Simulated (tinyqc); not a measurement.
Inside a calculation. Method: ROHF in the sto-6g basis, for H3, spin multiplicity 2. Computed by tinyqc, a small Python program that keeps every step (integrals from PySCF). Settings: charge = 0, multiplicity = 2, basis = sto-6g, energy threshold = 1e-09, iteration cap = 89, orthogonalisation = symmetric, start = core, DIIS depth = 0, method = ROHF. Command: `OMP_NUM_THREADS=1 python tinyqc.py 27536 27537 out.jsonl` (the two numbers bound the seeds that draw the settings). One thread of a shared host (Intel(R) Xeon(R) Processor @ 2.60GHz), about 0.04 s of CPU time with the checks. Later iterations appear only in the table of the cycle.

## One-electron integrals

Geometry (angstrom):

| atom | x | y | z |
|---|---|---|---|
| H | 0.00000 | 0.00000 | 0.00000 |
| H | 0.00000 | 0.00000 | 1.47200 |
| H | 0.00000 | 0.00000 | -1.47200 |

Basis sto-6g: exponents (1/bohr^2) and contraction coefficients of normalised primitives:

| element | l (shell) | exponent | coefficient |
|---|---|---|---|
| H | s (1) | 35.52322 | 0.00916 |
| H | s (1) | 6.51314 | 0.04936 |
| H | s (1) | 1.82214 | 0.16854 |
| H | s (1) | 0.62596 | 0.37056 |
| H | s (1) | 0.24308 | 0.41649 |
| H | s (1) | 0.10011 | 0.13033 |

Overlap, kinetic and nuclear-attraction integrals over the contracted functions; the nuclear repulsion is the sum of Za Zb / Rab.

nuclear repulsion = 0.8987385 hartree

overlap S, lower triangle:
```
         1H 1s    2H 1s    3H 1s
1H 1s  1.00000
2H 1s  0.26734  1.00000
3H 1s  0.26734  0.02399  1.00000
```

kinetic energy T (hartree), lower triangle:
```
         1H 1s     2H 1s    3H 1s
1H 1s  0.76852
2H 1s  0.01181   0.76852
3H 1s  0.01181  -0.00612  0.76852
```

nuclear attraction V (hartree), lower triangle:
```
          1H 1s     2H 1s     3H 1s
1H 1s  -1.95532
2H 1s  -0.41605  -1.77719
3H 1s  -0.41605  -0.03390  -1.77719
```

core Hamiltonian H = T + V (hartree), lower triangle:
```
          1H 1s     2H 1s     3H 1s
1H 1s  -1.18680
2H 1s  -0.40424  -1.00867
3H 1s  -0.40424  -0.04002  -1.00867
```

## Two-electron integrals

Functions are numbered as in S; the eight-fold symmetry (ij|kl) = (ji|kl) = (kl|ij) leaves the list below.

Two-electron integrals (ij|kl) in chemists' order, unique and non-zero (hartree):
```
(11|11) 0.77500   (21|11) 0.14436   (21|21) 0.04079   (22|11) 0.35169
(22|21) 0.14436   (22|22) 0.77500   (31|11) 0.14436   (31|21) 0.02569
(31|22) 0.06526   (31|31) 0.04079   (32|11) 0.01224   (32|21) 0.00284
(32|22) 0.00886   (32|31) 0.00284   (32|32) 0.00024   (33|11) 0.35169
(33|21) 0.06526   (33|22) 0.17973   (33|31) 0.14436   (33|32) 0.00886
(33|33) 0.77500
```

## Orthogonalisation

S = U s U^T; symmetric (Loewdin) form X = U s^(-1/2) U^T, so that X^T S X = 1.

eigenvalues of S: 0.63373  0.97601  1.39026

X, lower triangle:
```
          1H 1s    2H 1s    3H 1s
1H 1s   1.05861
2H 1s  -0.14420  1.02894
3H 1s  -0.14420  0.01673  1.02894
```

## Starting guess

The start is the orbitals of the core Hamiltonian; D(s) = C_occ C_occ^T for each spin.

D(alpha) at the start, lower triangle:
```
         1H 1s     2H 1s    3H 1s
1H 1s  0.62643
2H 1s  0.21197   0.58402
3H 1s  0.21197  -0.44056  0.58402
```

D(beta) at the start, lower triangle:
```
         1H 1s    2H 1s    3H 1s
1H 1s  0.62643
2H 1s  0.21197  0.07173
3H 1s  0.21197  0.07173  0.07173
```

## Iteration 1: building the Fock matrix

J_ij = sum D_kl (ij|kl) with D = D(alpha) + D(beta), K_ij = sum D_kl (ik|jl) for each spin; F = H + J - K(s); E = tr D H + tr D J / 2 - 0.5 sum_s tr D(s) K(s) + E_nn.

Coulomb J (hartree), lower triangle:
```
         1H 1s    2H 1s    3H 1s
1H 1s  1.66798
2H 1s  0.37260  1.23789
3H 1s  0.37260  0.03159  1.23789
```

exchange K(alpha) (hartree), lower triangle:
```
         1H 1s     2H 1s    3H 1s
1H 1s  0.63289
2H 1s  0.23764   0.53291
3H 1s  0.23764  -0.02398  0.53291
```

exchange K(beta) (hartree), lower triangle:
```
         1H 1s    2H 1s    3H 1s
1H 1s  0.61742
2H 1s  0.19711  0.14484
3H 1s  0.19711  0.05915  0.14484
```

F(alpha) (hartree), lower triangle:
```
          1H 1s     2H 1s     3H 1s
1H 1s  -0.15171
2H 1s  -0.26927  -0.30369
3H 1s  -0.26927   0.01554  -0.30369
```

F(beta) (hartree), lower triangle:
```
          1H 1s     2H 1s    3H 1s
1H 1s  -0.13624
2H 1s  -0.22875   0.08438
3H 1s  -0.22875  -0.06758  0.08438
```

total energy of this density = -1.3184515 hartree

## Iteration 1: Roothaan effective Fock matrix

With projectors Pc = D(beta) S, Po = (D(alpha) - D(beta)) S, Pv = 1 - D(alpha) S, the block xy is Px^T F Py; with Fc = (F(alpha) + F(beta))/2, the blocks are Fc for cc, oo, vv and cv, F(beta) for co and F(alpha) for ov.

effective F (hartree), lower triangle:
```
          1H 1s     2H 1s     3H 1s
1H 1s  -0.14397
2H 1s  -0.24901  -0.10965
3H 1s  -0.24901  -0.02602  -0.10965
```

## Iteration 1: diagonalisation and new density

Diagonalise F' = X^T F X, C = X C', fill 2 alpha and 1 beta electrons from the bottom; D(s) = C_occ C_occ^T. Each column has its largest component positive (the first on a tie).

F' = X^T F X (hartree), lower triangle:
```
          1         2         3
1  -0.01494
2  -0.24356  -0.04492
3  -0.24356   0.04077  -0.04492
```

orbital energies (hartree): MO1 -0.35404, MO2 -0.08569, MO3 0.33495

coefficients C:
```
           MO1       MO2       MO3
1H 1s  0.61133   0.00000   0.88798
2H 1s  0.41596   0.71574  -0.62808
3H 1s  0.41596  -0.71574  -0.62808
```

D(alpha) after iteration 1, lower triangle:
```
         1H 1s     2H 1s    3H 1s
1H 1s  0.37372
2H 1s  0.25429   0.68532
3H 1s  0.25429  -0.33926  0.68532
```

D(beta) after iteration 1, lower triangle:
```
         1H 1s    2H 1s    3H 1s
1H 1s  0.37372
2H 1s  0.25429  0.17303
3H 1s  0.25429  0.17303  0.17303
```

## Iteration 2: building the Fock matrix

As before.

Coulomb J (hartree), lower triangle:
```
         1H 1s    2H 1s    3H 1s
1H 1s  1.47263
2H 1s  0.35451  1.29263
3H 1s  0.35451  0.03005  1.29263
```

exchange K(alpha) (hartree), lower triangle:
```
         1H 1s     2H 1s    3H 1s
1H 1s  0.47495
2H 1s  0.24118   0.61538
3H 1s  0.24118  -0.00468  0.61538
```

exchange K(beta) (hartree), lower triangle:
```
         1H 1s    2H 1s    3H 1s
1H 1s  0.45948
2H 1s  0.20065  0.22731
3H 1s  0.20065  0.07844  0.22731
```

F(alpha) (hartree), lower triangle:
```
          1H 1s     2H 1s     3H 1s
1H 1s  -0.18913
2H 1s  -0.29090  -0.33142
3H 1s  -0.29090  -0.00529  -0.33142
```

F(beta) (hartree), lower triangle:
```
          1H 1s     2H 1s    3H 1s
1H 1s  -0.17365
2H 1s  -0.25038   0.05665
3H 1s  -0.25038  -0.08841  0.05665
```

total energy of this density = -1.3889992 hartree

## Iteration 2: Roothaan effective Fock matrix

As before.

effective F (hartree), lower triangle:
```
          1H 1s     2H 1s     3H 1s
1H 1s  -0.18139
2H 1s  -0.27064  -0.13738
3H 1s  -0.27064  -0.04685  -0.13738
```

## Iteration 2: diagonalisation and new density

As before.

F' = X^T F X (hartree), lower triangle:
```
          1         2         3
1  -0.04568
2  -0.25538  -0.06926
3  -0.25538   0.02350  -0.06926
```

orbital energies (hartree): MO1 -0.40688, MO2 -0.09276, MO3 0.31544

coefficients C:
```
           MO1       MO2       MO3
1H 1s  0.60431   0.00000   0.89278
2H 1s  0.42090   0.71574  -0.62478
3H 1s  0.42090  -0.71574  -0.62478
```

D(alpha) after iteration 2, lower triangle:
```
         1H 1s     2H 1s    3H 1s
1H 1s  0.36519
2H 1s  0.25435   0.68945
3H 1s  0.25435  -0.33513  0.68945
```

D(beta) after iteration 2, lower triangle:
```
         1H 1s    2H 1s    3H 1s
1H 1s  0.36519
2H 1s  0.25435  0.17716
3H 1s  0.25435  0.17716  0.17716
```

## Iteration 3: building the Fock matrix

As before.

Coulomb J (hartree), lower triangle:
```
         1H 1s    2H 1s    3H 1s
1H 1s  1.46549
2H 1s  0.35385  1.29472
3H 1s  0.35385  0.03000  1.29472
```

exchange K(alpha) (hartree), lower triangle:
```
         1H 1s     2H 1s    3H 1s
1H 1s  0.46892
2H 1s  0.24086   0.61833
3H 1s  0.24086  -0.00407  0.61833
```

exchange K(beta) (hartree), lower triangle:
```
         1H 1s    2H 1s    3H 1s
1H 1s  0.45345
2H 1s  0.20034  0.23026
3H 1s  0.20034  0.07905  0.23026
```

F(alpha) (hartree), lower triangle:
```
          1H 1s     2H 1s     3H 1s
1H 1s  -0.19023
2H 1s  -0.29126  -0.33228
3H 1s  -0.29126  -0.00595  -0.33228
```

F(beta) (hartree), lower triangle:
```
          1H 1s     2H 1s    3H 1s
1H 1s  -0.17476
2H 1s  -0.25073   0.05580
3H 1s  -0.25073  -0.08907  0.05580
```

total energy of this density = -1.3890922 hartree

## Iteration 3: Roothaan effective Fock matrix

As before.

effective F (hartree), lower triangle:
```
          1H 1s     2H 1s     3H 1s
1H 1s  -0.18250
2H 1s  -0.27100  -0.13824
3H 1s  -0.27100  -0.04751  -0.13824
```

## Iteration 3: diagonalisation and new density

As before.

F' = X^T F X (hartree), lower triangle:
```
          1         2         3
1  -0.04677
2  -0.25538  -0.07010
3  -0.25538   0.02285  -0.07010
```

orbital energies (hartree): MO1 -0.40818, MO2 -0.09296, MO3 0.31415

coefficients C:
```
           MO1       MO2       MO3
1H 1s  0.60406   0.00000   0.89295
2H 1s  0.42108   0.71574  -0.62466
3H 1s  0.42108  -0.71574  -0.62466
```

D(alpha) after iteration 3, lower triangle:
```
         1H 1s     2H 1s    3H 1s
1H 1s  0.36489
2H 1s  0.25436   0.68960
3H 1s  0.25436  -0.33498  0.68960
```

D(beta) after iteration 3, lower triangle:
```
         1H 1s    2H 1s    3H 1s
1H 1s  0.36489
2H 1s  0.25436  0.17731
3H 1s  0.25436  0.17731  0.17731
```

## Iteration 4: building the Fock matrix

As before.

Coulomb J (hartree), lower triangle:
```
         1H 1s    2H 1s    3H 1s
1H 1s  1.46524
2H 1s  0.35382  1.29480
3H 1s  0.35382  0.02999  1.29480
```

exchange K(alpha) (hartree), lower triangle:
```
         1H 1s     2H 1s    3H 1s
1H 1s  0.46871
2H 1s  0.24085   0.61843
3H 1s  0.24085  -0.00405  0.61843
```

exchange K(beta) (hartree), lower triangle:
```
         1H 1s    2H 1s    3H 1s
1H 1s  0.45324
2H 1s  0.20033  0.23036
3H 1s  0.20033  0.07907  0.23036
```

F(alpha) (hartree), lower triangle:
```
          1H 1s     2H 1s     3H 1s
1H 1s  -0.19027
2H 1s  -0.29127  -0.33231
3H 1s  -0.29127  -0.00598  -0.33231
```

F(beta) (hartree), lower triangle:
```
          1H 1s     2H 1s    3H 1s
1H 1s  -0.17480
2H 1s  -0.25075   0.05576
3H 1s  -0.25075  -0.08910  0.05576
```

total energy of this density = -1.3890923 hartree

## Iteration 4: Roothaan effective Fock matrix

As before.

effective F (hartree), lower triangle:
```
          1H 1s     2H 1s     3H 1s
1H 1s  -0.18254
2H 1s  -0.27101  -0.13827
3H 1s  -0.27101  -0.04754  -0.13827
```

## Iteration 4: diagonalisation and new density

As before.

F' = X^T F X (hartree), lower triangle:
```
          1         2         3
1  -0.04681
2  -0.25538  -0.07013
3  -0.25538   0.02283  -0.07013
```

orbital energies (hartree): MO1 -0.40822, MO2 -0.09296, MO3 0.31411

coefficients C:
```
           MO1       MO2       MO3
1H 1s  0.60405   0.00000   0.89295
2H 1s  0.42108   0.71574  -0.62465
3H 1s  0.42108  -0.71574  -0.62465
```

D(alpha) after iteration 4, lower triangle:
```
         1H 1s     2H 1s    3H 1s
1H 1s  0.36488
2H 1s  0.25436   0.68960
3H 1s  0.25436  -0.33498  0.68960
```

D(beta) after iteration 4, lower triangle:
```
         1H 1s    2H 1s    3H 1s
1H 1s  0.36488
2H 1s  0.25436  0.17731
3H 1s  0.25436  0.17731  0.17731
```

## Iteration 5 (converged): orbitals

converged F (hartree), lower triangle:
```
          1H 1s     2H 1s     3H 1s
1H 1s  -0.18254
2H 1s  -0.27101  -0.13827
3H 1s  -0.27101  -0.04754  -0.13827
```

As before.

F' = X^T F X (hartree), lower triangle:
```
          1         2         3
1  -0.04681
2  -0.25538  -0.07013
3  -0.25538   0.02283  -0.07013
```

orbital energies (hartree): MO1 -0.40823, MO2 -0.09296, MO3 0.31411

coefficients C:
```
           MO1       MO2       MO3
1H 1s  0.60405   0.00000   0.89295
2H 1s  0.42108   0.71574  -0.62465
3H 1s  0.42108  -0.71574  -0.62465
```

D(alpha) after iteration 5, lower triangle:
```
         1H 1s     2H 1s    3H 1s
1H 1s  0.36487
2H 1s  0.25436   0.68960
3H 1s  0.25436  -0.33498  0.68960
```

D(beta) after iteration 5, lower triangle:
```
         1H 1s    2H 1s    3H 1s
1H 1s  0.36487
2H 1s  0.25436  0.17731
3H 1s  0.25436  0.17731  0.17731
```

## Convergence

Stop when the energy changes by less than 1e-09 hartree and every element of the error matrix X^T (F D S - S D F) X is below 9e-06.

Course of the cycle:

| iteration | E (hartree) | change | largest element of the error matrix |
|---|---|---|---|
| 1 | -1.3184515 | - | 2.09e-01 |
| 2 | -1.3889992 | -7.05e-02 | 8.05e-03 |
| 3 | -1.3890922 | -9.30e-05 | 2.87e-04 |
| 4 | -1.3890923 | -1.18e-07 | 1.03e-05 |
| 5 | -1.3890923 | -1.51e-10 | 3.66e-07 |

PySCF ROHF in the same basis = -1.3890923 hartree

Converged in 5 iterations.

## Populations, bond orders and dipole

Mulliken: Z minus the diagonal of D S on the atom; Loewdin: the same with S^(1/2) D S^(1/2); Mayer order: 2 sum_s sum (D(s) S)_ij (D(s) S)_ji over the two atoms.

Charges (e):

| atom | Mulliken | Loewdin | Mulliken spin |
|---|---|---|---|
| 1H | -0.00174 | 0.00068 | 0.00000 |
| 2H | 0.00087 | -0.00034 | 0.50000 |
| 3H | 0.00087 | -0.00034 | 0.50000 |

Mayer bond orders:

| pair | order |
|---|---|
| 2-1 | 0.50000 |
| 3-1 | 0.50000 |
| 3-2 | 0.25000 |

dipole moment about the origin, x y z (debye): 0.00000  0.00000  0.00000
